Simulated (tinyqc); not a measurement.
Holstein polaron on two sites: one step, computed by the program tinyqc.

One electron on sites 1 and 2: H = -t (c1+ c2 + c2+ c1) + hbar omega sum_i b_i+ b_i - g hbar omega sum_i n_i (b_i + b_i+). The symmetric phonon shifts the energy by -g^2 hbar omega/2 and drops out; with b = (b_1 - b_2)/sqrt(2) there remains H = -t sigma_x + hbar omega b+ b - (g hbar omega/sqrt(2)) sigma_z (b + b+). Parity splits it into blocks p = +1 and -1 over phonon numbers n. Zero-point energies are left out. Weights Z refer to mode b alone; the displaced symmetric mode multiplies the full zero-phonon weight by exp(-g^2/2).

Question. Levels in the small basis. Diagonalise H; the eigenvector has its largest component positive; Z is the weight of n = 0.

H, even block (meV):
```
[[-197.4310, -116.1211, 0.0000, 0.0000, 0.0000, 0.0000],
 [-116.1211, -69.2310, -164.2200, 0.0000, 0.0000, 0.0000],
 [0.0000, -164.2200, -41.0310, -201.1276, 0.0000, 0.0000],
 [0.0000, 0.0000, -201.1276, 87.1690, -232.2422, 0.0000],
 [0.0000, 0.0000, 0.0000, -232.2422, 115.3690, -259.6546],
 [0.0000, 0.0000, 0.0000, 0.0000, -259.6546, 243.5690]]
```

Give: levels; lowest eigenvector; Z in the small basis.

Answer.

levels (meV): [-341.45, -244.90, -118.80, 65.37, 261.71, 516.50]

lowest eigenvector: [0.41107, 0.50985, 0.55449, 0.41195, 0.28009, 0.12431]

Z in the small basis = 0.16898
